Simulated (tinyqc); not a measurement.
# Gate voltage for a wanted density

Problem. A HEMT has a barrier of thickness d, permittivity eb and off voltage Voff; energies are counted from the channel band edge at the interface. F = q (eta ns + Nb)/(eps0 ec) in eV/nm; E_k = a_k (C F^2/me)^(1/3), a_0 = 2.338107, a_1 = 4.087949, C = hbar^2/(2 m0); D = me m0 q/(pi hbar^2); ns = D Vt [ln(1 + exp((EF - E_0)/Vt)) + ln(1 + exp((EF - E_1)/Vt))], which gives EF = E_0 + Vt ln{2 s/[(1 + u) + sqrt((1 + u)^2 + 4 u s)]} with s = exp(ns/(D Vt)) - 1, u = exp((E_0 - E_1)/Vt). Charge control: ns + Nb = eps0 eb (Vg - Voff - EF)/(q d). Find E_0, E_1, EF and the Vg that gives this ns.

Parameters, values chosen for the exercise; material values close to those of AlGaN on GaN:
```
symbol   value   unit                                         meaning
T          300      K                                     temperature
d           14     nm                               barrier thickness
me        0.21     m0                    electron mass in the channel
ec        9.43                   relative permittivity of the channel
eta        0.6         share of ns that counts in the confining field
Nb      6.1e10  cm^-2                  depletion charge of the buffer
```

Constants: q = 1.602176634e-19 C, kB = 1.380649e-23 J/K, hbar = 1.054571817e-34 J s, m0 = 9.1093837015e-31 kg, Vt = kB T/q, eps0 = 8.8541878128e-14 F/cm where lengths are in cm, hbar^2/(2 m0) = 0.0380998212 eV nm^2. Results are converted to the units shown.

ns = 2.48e12 cm^-2
eb = 9.2634000
Voff = -4.8527603 V

Answer. In this direction nothing needs iterating: ns fixes the field, the levels and EF, and the charge-control relation gives Vg.

E_0 = 0.127 eV
E_1 = 0.222 eV
EF = 0.143 eV
Vg = -4.01 V

Computed by the program tinyqc: `OMP_NUM_THREADS=1 python tinyqc.py 2180158 2180159 out.jsonl`, one thread of a shared Intel Xeon 2.30GHz, about 0.02 s for the whole run.
